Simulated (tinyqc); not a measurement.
# Well width and field from level and shift

Problem. An infinitely deep well has E_1(0) = C (pi/L)^2/m1, C = hbar^2/(2 m0), and in a field F (potential zero at the centre of the well) the second-order term of the shift is -m1 F^2 L^4 (15 - pi^2)/(48 C pi^4); higher orders are set aside. Find L and F.

Inputs (values chosen for the exercise): mass m1 = 0.084 m0.

Constants: q = 1.602176634e-19 C, hbar = 1.054571817e-34 J s, m0 = 9.1093837015e-31 kg, hbar^2/(2 m0) = 0.0380998212 eV nm^2. Results are converted to the units shown.

E_1(0) = 0.11645550 eV
second-order shift of level 1 = -4.6327433 meV

Solution. The level gives L, and the shift then gives F^2.

L = 6.200 nm
F = 0.03600 V/nm

Numbers from tinyqc (`OMP_NUM_THREADS=1 python tinyqc.py 2580031 2580032 out.jsonl`; about 0.02 s on one thread of a shared Intel Xeon 2.30GHz).
